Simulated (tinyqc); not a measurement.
Inside a calculation. Model: reset of a mushroom phase-change cell, hemispherical electro-thermal model.

Program tinyqc, `OMP_NUM_THREADS=1 python tinyqc.py 2490070 2490071 out.jsonl`; Intel Xeon 2.30GHz, shared host, one thread, about 0.01 s. Printed values are rounded.

Current spreads from a hemispherical contact of radius r0 into a large dome with constant rho and ka: j = I/(2 pi r^2). With s = r0/r the steady rise is T - T0 = c (b s - s^2), c = I^2 rho/(8 pi^2 ka r0^2). The heat lost through the heater, (T(r0) - T0)/Rh, fixes b = (2 + g)/(1 + g), g = 1/(2 pi ka r0 Rh).

Parameters, values chosen for the exercise; values of the order of Ge-Sb-Te and related chalcogenides:
- T0 = 300 K (ambient temperature)
- Tm = 897 K (melting point)
- r0 = 33 nm (radius of the heater contact)
- rho = 6.3 mohm cm (resistivity of the hot chalcogenide)
- ka = 1.56 W/(m K) (its thermal conductivity)
- Rh = 20 K/uW (thermal resistance of the path through the heater)
- I = 1500 uA (reset current)

Range of the model: Constant properties, no latent heat, thermoelectric terms, boundary resistance or heating in the heater itself.

## Constants and melting current

The peak lies at s = b/2 with the rise c b^2/4; melting starts at the current where that equals Tm - T0, and the molten shell spans the roots of s^2 - b s + (Tm - T0)/c = 0 (s at most 1). Electrical resistance rho/(2 pi r0).

g = 0.1545794
b = 1.866116
resistance = 0.3038413 kohm
radius of the peak = 35.36757 nm
melting current = 1208.313 uA
power at that current = 443.6141 uW

## Temperature profile and molten shell

| point | r (nm) |
|---|---|
| 0 | 33 |
| 1 | 37.9 |
| 2 | 44.6 |
| 3 | 52.8 |
| 4 | 66 |
| 5 | 85.8 |
| 6 | 115.5 |
| 7 | 165 |

As before.

c = 1056.771 K

| point | T (K) |
|---|---|
| 0 | 1215.286 |
| 1 | 1215.914 |
| 2 | 1180.598 |
| 3 | 1119.735 |
| 4 | 1021.836 |
| 5 | 902.1566 |
| 6 | 777.1780 |
| 7 | 652.1406 |

peak T = 1220.022 K
inner radius of the melt = 33 nm
outer radius of the melt = 86.79991 nm

The melt reaches the contact. In this hemispherical model any closed shell already blocks the current after the quench.
